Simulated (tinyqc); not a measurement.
Barrier thickness: exchange-split free-electron bands and tunnelling magnetoresistance.

Majority and minority bands E = c k^2/m -/+ Dx/2, c = hbar^2/2m0, so k_up = sqrt(m (EF + Dx/2)/c), k_dn = sqrt(m (EF - Dx/2)/c); n_s = k_s^3/(6 pi^2), D_s = m k_s/(4 pi^2 c).

Barrier: kappa = sqrt(mb phi/c), c = hbar^2/2m0. With a = k1/m, b = k2/m, w = kappa/mb, the transmission at normal incidence is T(k1, k2) = 4 a b w^2/[w^2 (a + b)^2 + (w^2 + a^2)(w^2 + b^2) sinh^2(kappa d)]. Parallel: G_P = T(up, up) + T(dn, dn); antiparallel: G_AP = 2 T(up, dn); TMR = (G_P - G_AP)/G_AP. Julliere: TMR = 2 P^2/(1 - P^2). Slonczewski factor: P_eff = P_k (w^2 - a_up a_dn)/(w^2 + a_up a_dn), P_k = (k_up - k_dn)/(k_up + k_dn).

Constants: hbar^2/2m0 = 3.80998211 eV angstrom^2.

Parameters, chosen for this exercise:

| symbol | value | unit | meaning |
|---|---|---|---|
| EF | 3.7 | eV | Fermi energy above the mean band bottom |
| Dx | 1.38 | eV | exchange splitting |
| m | 0.93 | m0 | mass in the electrodes |
| phi | 0.7 | eV | barrier height above EF |
| mb | 0.57 | m0 | mass in the barrier |

Results:

| d (angstrom) | kappa d | G_P | G_AP | TMR (%) |
|---|---|---|---|---|
| 1 | 0.324 | 1.74 | 1.73 | 0.73 |
| 2 | 0.647 | 1.20 | 1.19 | 0.50 |
| 3 | 0.971 | 0.723 | 0.720 | 0.41 |
| 4 | 1.294 | 0.406 | 0.404 | 0.41 |
| 6 | 1.942 | 0.117 | 0.117 | 0.45 |
| 8 | 2.589 | 0.0326 | 0.0325 | 0.47 |
| 13 | 4.207 | 0.00129 | 0.00128 | 0.48 |
| 16 | 5.178 | 0.000185 | 0.000184 | 0.48 |
| 20 | 6.472 | 1.39e-05 | 1.38e-05 | 0.48 |

Give the missing row, d (angstrom) = 10.

Computed row:
```
d (angstrom)  kappa d      G_P     G_AP  TMR (%)
10              3.236  0.00897  0.00893     0.48
```

For thick barriers each angstrom costs a factor exp(2 kappa) = 1.91 in both conductances, and TMR settles at 0.48 % (the interface factor, which vanishes at (kappa/mb)^2 = k_up k_dn/m^2, reduces it below the value from the polarisation of k alone); it is within 0.1 point of that from d = 2 angstrom on. At 1 angstrom it is 0.73 %, where the barrier is thin and the mismatch of k_up and k_dn starts to rule, as it does fully for d -> 0.

Run: tinyqc, `OMP_NUM_THREADS=1 python tinyqc.py 1652707 1652708 out.jsonl`; Intel(R) Xeon(R) Processor @ 2.30GHz, one thread, shared host; about 0.01 s of CPU time with all checks.
